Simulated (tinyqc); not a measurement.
Changing the grading rate (misfit per thickness) R_f: kinetics of strain relaxation and threading dislocations in mismatched semiconductor layers. Computed by tinyqc, a small Python program. Command: `OMP_NUM_THREADS=1 python tinyqc.py 3017529 3017530 out.jsonl threading sweep`. One thread of a shared host (Intel(R) Xeon(R) Processor @ 2.30GHz), about 0.01 s of CPU time with the checks.

60-degree dislocations on {111} planes of a (001) layer, isotropic elasticity. The Schmid factor is 1/sqrt(6), and a misfit segment relieves strain with b/2.

Inputs (values chosen for the exercise, for a model layer):
```
quantity,value,unit
misfit f,0.0152,-
shear modulus G,66.6,GPa
Poisson ratio nu,0.27,-
Burgers vector b,3.89,angstrom
glide activation energy Q,1.97,eV
velocity prefactor v0,35000,m/s per MPa
growth temperature of the buffer T_g,996,K
growth rate R_g,6,nm/s
```

Constants: k_B = 8.617333262e-05 eV/K.

Method. In steady grading, strain is fed at R_f R_g and relieved at (b/4) rho v. As a glide-limited estimate, the driving stress is taken as the mean stress of the strained top zone, whose depth z solves R_f z/2 = e_eq(z), with strain R_f z at the surface; tau_g = S R_f z/2 is its mean; then rho = 4 R_f R_g/(b m tau_g), m = v0 exp(-Q/(k_B T_g)), S = (1/sqrt 6) 2 G (1 + nu)/(1 - nu), e_eq(z) = b (1 - nu/4) [ln(z/b) + 1]/(4 pi (1 + nu) z).

One run for each value:
```
grading rate (misfit per thickness) R_f (1/micrometre),thread density of the buffer (1/cm^2),depth z of the strained zone (nm),stress tau_g (MPa),buffer thickness f/R_f (micrometre)
0.00050,3.8864e+04,891.25,21.08,30.400
0.00097,5.5256e+04,626.86,28.76,15.670
0.00190,7.9040e+04,438.23,39.39,8.000
0.00360,1.1119e+05,311.53,53.05,4.222
0.00690,1.5754e+05,219.86,71.76,2.203
0.01300,2.2145e+05,156.42,96.18,1.169
0.02600,3.2189e+05,107.61,132.34,0.585
0.05000,4.5884e+05,75.49,178.54,0.304
```

Describe and explain the trends.

Over the rows, thread density of the buffer (1/cm^2) rises from 38900 to 459000 (exponent d ln y / d ln x about 0.54 throughout); depth z of the strained zone (nm) falls from 891 to 75.5 (exponent d ln y / d ln x about -0.54 throughout); stress tau_g (MPa) rises from 21.1 to 179 (exponent d ln y / d ln x about 0.46 throughout). The exponent of thread density of the buffer stays between 0.53 and 0.54, near 0.50: the feed goes as R_f and the stress as its root, but for the logarithm. The exponent of depth z of the strained zone stays between -0.54 and -0.53, near -0.50: R_f z against 1/z, but for the logarithm.

Caution (rows 5.00e-4, 9.70e-4, 0.00190): real buffers seldom go below 1e5 /cm^2, as pile-ups and nucleation take over; this value is a lower bound.

Extremes, crossings and ranges named in words are read from the listed rows.
